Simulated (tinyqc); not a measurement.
Mesh size and shift: special k points of the hexagonal lattice.

Lattice vectors in units of a: a1 = (1, 0), a2 = (-1/2, sqrt(3)/2); reciprocal vectors b_i with a_i . b_j = 2 pi delta_ij. Mesh: k = sum_i f_i b_i with f_i = (2 j_i + shift)/(2 N), j_i = 0 .. N-1. The point group of the lattice has 12 operations; only those that map the mesh onto itself are used.

A_m(k) = sum over the m-th star of lattice vectors R of cos(k . R), stars in order of length: m = 1: |R|^2 = 1, 6 vectors, such as (1, 1) in the basis a_i; m = 2: |R|^2 = 3, 6 vectors, such as (2, 1) in the basis a_i; m = 3: |R|^2 = 4, 6 vectors, such as (2, 2) in the basis a_i; m = 4: |R|^2 = 7, 12 vectors, such as (3, 2) in the basis a_i; m = 5: |R|^2 = 9, 6 vectors, such as (3, 3) in the basis a_i; m = 6: |R|^2 = 12, 6 vectors, such as (4, 2) in the basis a_i. The zone mean of every A_m is zero.

Test function, the lower band of a two-band insulator: E(k) = -sqrt(D^2 + (e0 - t A_1(k))^2).
Inputs chosen for the exercise: D = 1.02 eV (half gap term); t = 0.99 eV (coupling); e0 = 3.37 eV (offset).

Errors of the mean of E against the unshifted mesh with N = 96. The fifth column is |R|^2 of the shortest star with a non-zero mean.

Meshes:

| mesh | points | irreducible | operations | \|R\|^2 missed | error (meV) |
|---|---|---|---|---|---|
| 2 Gamma | 4 | 2 | 12 | 4.00 | -861.649 |
| 2 shifted | 4 | 2 | 4 | 4.00 | 329.148 |
| 3 Gamma | 9 | 3 | 12 | 9.00 | -167.171 |
| 3 shifted | 9 | 4 | 4 | 9.00 | 51.351 |
| 4 Gamma | 16 | 4 | 12 | 16.00 | 31.449 |
| 4 shifted | 16 | 6 | 4 | 16.00 | -11.852 |
| 5 Gamma | 25 | 5 | 12 | 25.00 | 42.500 |
| 5 shifted | 25 | 9 | 4 | 25.00 | -12.868 |
| 6 Gamma | 36 | 7 | 12 | 36.00 | -3.280 |
| 6 shifted | 36 | 12 | 4 | 36.00 | 0.379 |
| 8 Gamma | 64 | 10 | 12 | >36 | -1.027 |
| 8 shifted | 64 | 20 | 4 | >36 | 0.199 |
| 10 Gamma | 100 | 14 | 12 | >36 | 0.974 |
| 10 shifted | 100 | 30 | 4 | >36 | -0.347 |

reference mean = -3.91438 eV

The shifted mesh has the smaller error for 7 of 7 values of N and the larger for 0. The cheapest mesh within 1 meV is 6 shifted, with 12 irreducible points. A mesh misses the lattice vectors N (n1 a1 + n2 a2 + ...); the half shift gives each the sign (-1)^(n1 + n2 + ...), so the 6 shortest ones add up to -2 in place of 6. The shift lowers the symmetry; it leaves more irreducible points for N = 3, 4, 5, 6, 8 and 10.

(tinyqc, `OMP_NUM_THREADS=1 python tinyqc.py 1651185 1651186 out.jsonl`, Intel(R) Xeon(R) Processor @ 2.30GHz, 1 thread, shared host, about 0.08 s.)
